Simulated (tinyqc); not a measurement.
Closing the gap: two-band tight binding of a puckered layer.

With X = kx ax/2 and Y = ky ay/2: h = t2 + 2 cos(Y) (t1 exp(iX) + t3 exp(-iX)) + t5 exp(2iX), d = 4 t4 cos(X) cos(Y), H = [[d, h], [h*, d]], E = d -/+ |h|.

Constants: hbar^2/2m0 = 3.80998211 eV angstrom^2.

Parameters, chosen for this exercise (near a published set for monolayer black phosphorus; not measured data): ax = 4.62 angstrom (period along x (armchair)); ay = 3.34 angstrom (period along y (zigzag)); t1 = -1.221 eV (along the zigzag); t3 = -0.213 eV (second in the sheet); t4 = -0.112 eV (same sublattice); t5 = -0.05 eV (far across).

t2 is lowered; h0 = t2 + 2 t1 + 2 t3 + t5, c = hbar^2/2m0. For h0 > 0 the gap is 2 h0 at Gamma. For h0 < 0 the bands touch at kx = 0, cos(Y) = -(t2 + t5)/(2 (t1 + t3)).

Against t2:
```
t2 (eV)  h0 (eV)  gap (eV)  electron mass along x (m0)  ky of the nodes (1/angstrom)
3.8        0.882     1.764                      0.1662                             -
3.6        0.682     1.364                      0.1417                             -
3.4        0.482     0.964                      0.1115                             -
3.2        0.282     0.564                      0.0736                             -
3.0        0.082     0.164                      0.0246                             -
2.8       -0.118     0.000                           -                        0.1724
2.6       -0.318     0.000                           -                        0.2847
2.4       -0.518     0.000                           -                        0.3655
```

The gap closes at t2 = 2.918 eV. On the way the mass along x falls with the gap and tends to 2 c h0/chi^2 as it closes, while that along y stays. Beyond it two Dirac nodes move apart along the zigzag direction, to ky = +/-0.366 1/angstrom in the last row. The mass formula is c/(ex + gx + chi^2/(2 h0)) with chi = ax (t1 - t3 + t5), gx = -ax^2 ((t1 + t3)/4 + t5/2), ex = -t4 ax^2/2.

Run: tinyqc, `OMP_NUM_THREADS=1 python tinyqc.py 1450580 1450581 out.jsonl`; Intel(R) Xeon(R) Processor @ 2.30GHz, one thread, shared host; about 0.01 s of CPU time with all checks.
